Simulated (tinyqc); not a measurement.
Mobility of a non-polar semiconductor in the relaxation-time approximation: one step, computed by the program tinyqc.

Each valley is treated as a sphere of mass m_d for states and rates, with one isotropic relaxation time; the conductivity mass m_c sets the current.

Question. Masses. m_d = (m_l m_t^2)^(1/3); 1/m_c = (1/m_l + 2/m_t)/3; Hall mass factor A = 3 K_m (K_m + 2)/(2 K_m + 1)^2, K_m = m_l/m_t; N_I = n (1 + C)/(1 - C).

Inputs (values chosen for the exercise, modelled on electrons in diamond):

| quantity | value | unit |
|---|---|---|
| longitudinal mass m_l | 1.53 | m_0 |
| transverse mass m_t | 0.275 | m_0 |
| carrier density n | 2e+16 | 1/cm^3 |
| compensation ratio C | 0 | - |

Band: Kane. Impurity formula: Brooks-Herring. Further scattering: none.

Give: density-of-states mass m_d; conductivity mass m_c; Hall mass factor A; ionised impurity density N_I.

Answer.

density-of-states mass m_d = 0.4873 m_0

conductivity mass m_c = 0.3785 m_0

Hall mass factor A = 0.8584

ionised impurity density N_I = 2.00e+16 1/cm^3
